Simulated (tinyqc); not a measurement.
Programming of a floating-gate cell by Fowler-Nordheim tunnelling: two steps of the calculation.

Per tunnel area the floating gate has Ctun = 3.9 eps0/tox to the channel (0 V) and Ccg to the control gate, Ct = Ctun/(1 - ag), no other coupling. With the threshold shift U = -Q/Ccg the field is F = ag (Vg - U)/tox, and dU/dt = J/Ccg. Fowler-Nordheim: J = A F^2 exp(-B/F), A = q^2/(16 pi^2 hbar mo phi) (times 1e14 for A/cm^2 with F in V/nm, emitter mass m0), B = (4/3) sqrt(mo/C) phi^1.5, C = hbar^2/(2 m0).

Inputs (values chosen for the exercise); oxide values close to those of silicon dioxide: tunnel barrier phi = 3.13 eV; tunnelling mass mo = 0.46 m0; tunnel oxide thickness tox = 7.5 nm; coupling ratio Ccg/Ct ag = 0.71; tunnel area ar = 1300 nm^2; threshold shift at the start Vt0 = -1.9 V; control-gate voltage Vg = 10.5 V; time step dt = 37 us; steps n = 8.

Constants: q = 1.602176634e-19 C, hbar = 1.054571817e-34 J s, m0 = 9.1093837015e-31 kg, eps0 = 8.8541878128e-14 F/cm where lengths are in cm, hbar^2/(2 m0) = 0.0380998212 eV nm^2. Results are converted to the units shown.

Problem 1. Constants of the cell. A, B, Ccg = ag Ct, the starting field and current, K = A B ag/(Ccg tox), and the knee time t0 = exp(B/F(0))/K.

Wanted: A; B; Ccg; F(0); J(0); K; t0; electrons for 1 V of shift.

Solution 1.

A = 1.0706e8 A cm^-2 (V/nm)^-2
B = 25.655 V/nm
Ccg = 1.1272 uF/cm^2
F(0) = 1.1739 V/nm
J(0) = 0.047565 A/cm^2
K = 2.3066e14 1/s
t0 = 13.446 us
electrons for 1 V of shift = 91.463

Problem 2. Explicit time steps against the exact solution. U(new) = U + dt J(F(U))/Ccg. Exact: exp(B/F(t)) = exp(B/F(0)) + K t, K = A B ag/(Ccg tox), and U = Vg - tox F/ag.

Wanted: t; F; J; U by steps; U exact.

Solution 2.

```
step  t (us)  F (V/nm)  J (A/cm^2)  U by steps (V)  U exact (V)
0          0    1.1739    0.047565         -1.9000      -1.9000
1     37.000    1.0261   0.0015602         -0.3387      -1.1926
2     74.000    1.0212   0.0013725         -0.2875      -0.9215
3     111.00    1.0170   0.0012250         -0.2425      -0.7542
4     148.00    1.0131   0.0011059         -0.2023      -0.6338
5     185.00    1.0097   0.0010077         -0.1660      -0.5402
6     222.00    1.0066   9.2536e-4         -0.1329      -0.4638
7     259.00    1.0037   8.5530e-4         -0.1025      -0.3995
8     296.00    1.0010   7.9495e-4         -0.0744      -0.3439
```

Range of the model: Programming fields of 10 MV/cm and more wear the oxide; trapping and the channel potential are ignored.

Numbers from tinyqc (`OMP_NUM_THREADS=1 python tinyqc.py 2130056 2130057 out.jsonl`; about 0.01 s on one thread of a shared Intel Xeon 2.30GHz).
